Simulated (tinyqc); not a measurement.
From ratio -V_in/V_out back to film conductivity: time-domain thermoreflectance: layered heat flow under a modulated pulse train, and what the signal ratio measures. Computed by tinyqc, a small Python program. Command: `OMP_NUM_THREADS=1 python tinyqc.py 3110614 3110615 out.jsonl tdtr inv`. One thread of a shared host (Intel(R) Xeon(R) Processor @ 2.30GHz), about 0.5 s of CPU time with the checks.

Pulses repeat at 80 MHz; heat is laid down at the surface, all layers are isotropic, and the film is in perfect contact with the substrate.

Inputs (values chosen for the exercise, modelled on aluminium on 4H-SiC):
```
quantity                                value        unit
metal thickness d                          62          nm
metal conductivity                        180     W/(m K)
metal heat capacity                      2.42  MJ/(m^3 K)
boundary conductance G under the metal    130  MW/(m^2 K)
film thickness                             10          nm
film heat capacity                        2.9  MJ/(m^3 K)
substrate conductivity kappa              345     W/(m K)
substrate heat capacity C                2.17  MJ/(m^3 K)
modulation frequency f                     10         MHz
spot radius w (1/e^2, pump and probe)     4.9  micrometre
delay t                                  1300          ps
```

Stack: metal, film, substrate.

Method:
- For radial wave number k and angular frequency W each layer has u = sqrt(4 pi^2 k^2 + i W C/kappa) and gamma = kappa u. Surface impedance from below: Z = 1/gamma for the substrate; a layer of thickness L maps Z to (Z + tanh(u L)/gamma)/(1 + gamma Z tanh(u L)); a boundary adds 1/G.
- Response per absorbed watt H(W) = 2 pi int_0^(2/w) Z(k, W) exp(-pi^2 k^2 w^2) k dk by 20 Gauss-Legendre points.
- Signal: X + iY = sum_(m = -M..M) H(2 pi (f + m f_r)) exp(i 2 pi m f_r t) exp(-pi (m/M)^2 x 4), f_r = 80 MHz, M = 4000, with H(-W) the complex conjugate of H(W); V_in = X, V_out = Y, ratio = -V_in/V_out.

Task: A run gave the result below. Find the film conductivity, known to lie between 1.8 and 6.7 W/(m K).

ratio -V_in/V_out = 6.973761

Result:

Each step takes the trial c = (a f_b - b f_a)/(f_b - f_a), f being the result less the target and a, b, c the logarithms of the listed values; c replaces end b, the old b replaces a if the sign of f changed, and otherwise f_a is halved.

Scan of the range:
```
film conductivity (W/(m K))  ratio -V_in/V_out
1.80                                   7.16331
2.24                                   7.11943
2.79                                   7.05913
3.47                                   6.99295
4.32                                   6.92645
5.38                                   6.86362
6.70                                   6.80659
```

False position (Illinois rule, in the logarithm of the input) inside the bracket:
```
step    end a    end b    trial  ratio -V_in/V_out
1     3.47000  4.32000  3.69646            6.97356
2     3.47000  3.69646  3.69160            6.97396
3     3.69646  3.69160  3.69400            6.97376
```

Ratio -V_in/V_out falls at every point of a 13-point scan of the range (every second point is shown), so one value fits; it is bracketed by 3.47 and 4.32. Answer: film conductivity = 3.694 W/(m K).
